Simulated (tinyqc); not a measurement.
Electron-beam lithography: double-Gaussian proximity function, edge placement and dose correction for parallel lines: one step, computed by the program tinyqc.

Lines are infinitely long. Absorbed energy is counted so that the middle of a very large area written at dose 1 receives 1; the resist develops where it exceeds 1/2.

Task: Dose correction. Uncorrected edge energies are M 1. Solve M d = 1/2 for the doses d that put the mean edge energy of every line at the threshold.

M, rows 1, 2, 3, 4:
```
[[0.3093329, 0.0002204, 0.0004334, 0.0390540],
 [0.0005878, 0.3006111, 0.0006498, 0.0507483],
 [0.0005861, 0.0003979, 0.3091491, 0.0507936],
 [0.0005185, 0.0002514, 0.0004963, 0.3594858]]
```

Give: edge energies at dose 1; corrected doses; largest over smallest dose.

Result:

edge energies at dose 1: 1 0.34904, 2 0.35260, 3 0.36093, 4 0.36075

corrected doses: 1 1.4385, 2 1.4235, 3 1.3851, 4 1.3859

largest over smallest dose = 1.0385
